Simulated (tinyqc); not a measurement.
# Punch-through p+-n junction, ionisation integral and breakdown: what changes with what

A p+ layer at x < 0 and an n drift layer from x = 0 to L on an n+ substrate. Depletion approximation, built-in voltage neglected. Local ionisation coefficients alpha_n = an exp(-(bn/E)^mx), alpha_p = ap exp(-(bp/E)^mx). Electrons move towards +x, holes towards x = 0.

Inputs (values chosen for the exercise); material values close to those of silicon: relative permittivity eps_r = 11.8; prefactor of the electron ionisation coefficient an = 6.68e5 1/cm; field constant for electrons bn = 1.24e6 V/cm; prefactor of the hole ionisation coefficient ap = 1.61e6 1/cm; field constant for holes bp = 1.93e6 V/cm; exponent mx = 1; electron mobility of the drift layer mu = 1440 cm^2/(V s); donor density of the drift layer N = 1e16 cm^-3; thickness of the drift layer L = 1 um.

Constants: q = 1.602176634e-19 C, eps0 = 8.8541878128e-14 F/cm where lengths are in cm. Results are converted to the units shown.

Each table varies one quantity; the others keep the values above.

## Multiplication against voltage

W = sqrt(2 eps0 eps_r V/(q N)), peak field E0 = q N W/(eps0 eps_r), falling linearly to 0 at W; if W > L the layer is punched through: W = L, E0 = V/L + q N L/(2 eps0 eps_r), falling linearly to E1 = V/L - q N L/(2 eps0 eps_r). G(x) = integral from 0 to x of (alpha_n - alpha_p); I_n = integral of alpha_n exp(-G) (electrons injected at x = 0), I_p = integral of alpha_p exp(G(end) - G) (holes injected at the far edge); M = 1/(1 - I). Integrals on a fine grid; BV is where I_n = 1. Here BV = 32.4971 V; the Miller exponent is n = ln(1 - 1/M)/ln(V/BV).

Multiplication against voltage:
```
V (V)  E0 (kV/cm)     I_n      I_p   M_n   M_p  Miller n, electrons  Miller n, holes
13            207  0.0283  0.00173  1.03  1.00                 3.89             6.94
16.2          239  0.0798  0.00814  1.09  1.01                 3.63             6.91
19.5          272   0.180   0.0291  1.22  1.03                 3.36             6.92
22.7          304   0.329   0.0823  1.49  1.09                 3.09             6.96
26            337   0.530    0.210  2.13  1.27                 2.84             7.00
27.9          356   0.661    0.343  2.95  1.52                 2.71             7.02
29.9          376   0.806    0.557  5.15  2.26                 2.59             7.03
31.2          389   0.902    0.751  10.2  4.02                 2.52             7.03
32            397   0.962    0.897  26.7  9.74                 2.48             7.03
```

What does the comparison show?

M_n rises from 1.029 to 26.7 and M_p from 1.002 to 9.74; both diverge at BV. The Miller exponent for electrons falls from 3.89 to 2.48 and that for holes moves up and down between 6.91 and 7.03. The larger multiplication belongs to electrons, whose coefficient at the peak field of the last row is 2.36 times the other.

## Effect of the drift doping

Same model as above.

Specific on-resistance Ron = L/(q mu N) with constant mobility and full ionisation.

Results:
```
N (cm^-3)  BV (V)  E0 at BV (kV/cm)  W at BV (um)  Ron (mohm cm^2)  BV^2/Ron (MW/cm^2)  eps0 eps_r mu E0^3/4 (MW/cm^2)
8.3e14       33.7               343          1.00            0.522                2.17                            15.2
1.6e15       33.6               349          1.00            0.271                4.18                            15.9
3.1e15       33.5               359          1.00            0.140                8.03                            17.4
5.9e15       33.2               377          1.00           0.0735                15.0                            20.1
1.1e16       32.3               407          1.00           0.0394                26.5                            25.4
2.2e16       29.3               461          1.00           0.0197                43.5                            36.9
8e16         15.3               612         0.499          0.00542                43.0                            86.1
```

Estimate the missing row, N = 4.2e16 cm^-3.

Computed row:
```
N (cm^-3)  BV (V)  E0 at BV (kV/cm)  W at BV (um)  Ron (mohm cm^2)  BV^2/Ron (MW/cm^2)  eps0 eps_r mu E0^3/4 (MW/cm^2)
4.2e16       21.6               528         0.820           0.0103                45.4                            55.4
```

With this row back in the table: BV falls from 33.7 to 15.3 V while the critical field rises from 343 to 612 kV/cm. BV goes as N^(0.00) between the first two rows and N^(-0.54) between the last two (a coefficient proportional to E^7 gives -0.75 without punch-through). BV^2/Ron goes from 2.17 through a maximum of 45.4 (at N = 4.2e16 among the rows listed) to 43.0 MW/cm^2; the layer is punched through at breakdown in 6 of the 8 rows. For N = 4.2e16, 8e16 the layer is under 0.5 um wide or BV under 28 V, so dead space, tunnelling and the built-in voltage, all left out, matter.

## Effect of the drift thickness

Same model as above.

The value eps0 eps_r mu E0^3/4 holds for a triangular field; a layer that punches through can exceed it.

Effect of the drift thickness:
```
L (um)  BV (V)  E0 at BV (kV/cm)  W at BV (um)  Ron (mohm cm^2)  BV^2/Ron (MW/cm^2)  eps0 eps_r mu E0^3/4 (MW/cm^2)
0.39      16.5               453         0.390           0.0169                16.1                            34.9
0.52      20.3               430         0.520           0.0225                18.3                            29.9
0.7       25.2               413         0.700           0.0303                20.9                            26.6
0.94      31.1               403         0.940           0.0407                23.8                            24.6
1.3       38.8               398          1.30           0.0563                26.7                            23.7
1.7       45.4               397          1.70           0.0737                27.9                            23.6
2.3       50.8               397          2.30           0.0997                25.9                            23.6
3.1       51.4               397          2.59            0.134                19.7                            23.6
4.1       51.4               397          2.59            0.178                14.9                            23.6
```

What does the comparison show?

BV rises from 16.5 to 51.4 V and saturates once L exceeds the free depleted width of 2.59 um, while Ron keeps rising as L. BV^2/Ron goes from 16.1 through a maximum of 27.9 (at L = 1.7 um among the rows listed) to 14.9 MW/cm^2. The best row has L = 0.66 of that width: the last part of the triangle adds little voltage but its full share of resistance. For L = 0.39, 0.52, 0.7 the layer is under 0.5 um wide or BV under 28 V, so dead space, tunnelling and the built-in voltage, all left out, matter.

Computed by the program tinyqc: `OMP_NUM_THREADS=1 python tinyqc.py 2120064 2120065 out.jsonl`, one thread of a shared Intel Xeon 2.30GHz, about 0.06 s for the whole run.
